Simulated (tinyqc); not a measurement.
# Weibull analysis of times to dielectric breakdown, with area scaling, step by step

Numbers from tinyqc (`OMP_NUM_THREADS=1 python tinyqc.py 2070148 2070149 out.jsonl`; about 0.01 s on one thread of a shared Intel Xeon 2.30GHz). Printed values are rounded.

Breakdown times follow F(t) = 1 - exp(-(t/t63)^beta). The 12 times below were drawn at random from beta = 2.1, t63 = 1200 s and are treated as data; all samples failed.

Inputs (values chosen for the exercise): area of a test capacitor A1 = 53 um^2; gate area of the product A2 = 1.2e5 um^2; allowed share of failed products Fp = 1e-6.

## Median ranks and the Weibull scale

| i | t (s) |
|---|---|
| 1 | 115 |
| 2 | 271 |
| 3 | 380 |
| 4 | 486 |
| 5 | 609 |
| 6 | 895 |
| 7 | 906 |
| 8 | 984 |
| 9 | 1010 |
| 10 | 1170 |
| 11 | 1430 |
| 12 | 1490 |

F_i = (i - 0.3)/(n + 0.4) for the sorted times, W_i = ln(-ln(1 - F_i)).

| i | F | W | ln t |
|---|---|---|---|
| 1 | 0.056452 | -2.84546 | 4.74493 |
| 2 | 0.137097 | -1.91425 | 5.60212 |
| 3 | 0.217742 | -1.40417 | 5.94017 |
| 4 | 0.298387 | -1.03740 | 6.18621 |
| 5 | 0.379032 | -0.74134 | 6.41182 |
| 6 | 0.459677 | -0.48518 | 6.79682 |
| 7 | 0.540323 | -0.25202 | 6.80904 |
| 8 | 0.620968 | -0.03032 | 6.89163 |
| 9 | 0.701613 | 0.19009 | 6.91771 |
| 10 | 0.782258 | 0.42163 | 7.06476 |
| 11 | 0.862903 | 0.68666 | 7.26543 |
| 12 | 0.943548 | 1.05583 | 7.30653 |

## Straight-line fit

W = ln(-ln(1 - F)) is the Weibull ordinate of each ranked failure. Least squares of W on ln t: beta = sum (x - mean x)(W - mean W)/sum (x - mean x)^2 with x = ln t, and ln t63 = mean x - mean W/beta.

beta = 1.46211
t63 = 950.532 s

beta is 30 % below the value that made the data and t63 21 % below it.

## Iteration 1: likelihood estimate of beta

beta at the start = 1.5

Maximum likelihood: a(beta) = 1/beta with a = sum t^beta ln t/sum t^beta - mean ln t. Averaged step: beta(new) = [beta + 1/a(beta)]/2.

beta after iteration 1 = 1.85713

## Iteration 2: likelihood estimate of beta

As before.

beta after iteration 2 = 1.92923

## Course of the iteration

Stop when beta changes by less than 1e-9, or after 40 iterations.

Course of the iteration:

| iteration | beta | change |
|---|---|---|
| 1 | 1.85713 | 0.357 |
| 2 | 1.92923 | 0.0721 |
| 3 | 1.94877 | 0.0195 |
| 4 | 1.95428 | 5.51e-3 |
| 5 | 1.95585 | 1.57e-3 |
| 6 | 1.95630 | 4.49e-4 |
| 7 | 1.95643 | 1.29e-4 |
| 8 | 1.95647 | 3.68e-5 |
| 9 | 1.95648 | 1.05e-5 |
| 10 | 1.95648 | 3.01e-6 |
| 11 | 1.95648 | 8.63e-7 |
| 12 | 1.95648 | 2.47e-7 |
| 13 | 1.95648 | 7.07e-8 |
| 14 | 1.95648 | 2.02e-8 |
| 15 | 1.95648 | 5.79e-9 |
| 16 | 1.95648 | 1.66e-9 |
| 17 | 1.95648 | 4.74e-10 |

Converged in 17 iterations.

## Scale parameter and projection to the product

converged beta = 1.95648

t63 = (mean of t^beta)^(1/beta). Defects are spread at random, so -ln(1 - F) is proportional to the area: t63(A2) = t63 (A1/A2)^(1/beta), and the time to the share Fp is t63(A2) (-ln(1 - Fp))^(1/beta).

t63 = 912.801 s
t63 of the product = 17.6040 s
time to Fp = 0.0150966 s
decades lost against t63 = 4.78150

The straight-line values give 3.80e-4 s for the time to Fp and the values that made the data 0.0421 s: with 12 samples beta is uncertain by about 0.78/sqrt(n) = 23 %, and the projection hangs on 1/beta.
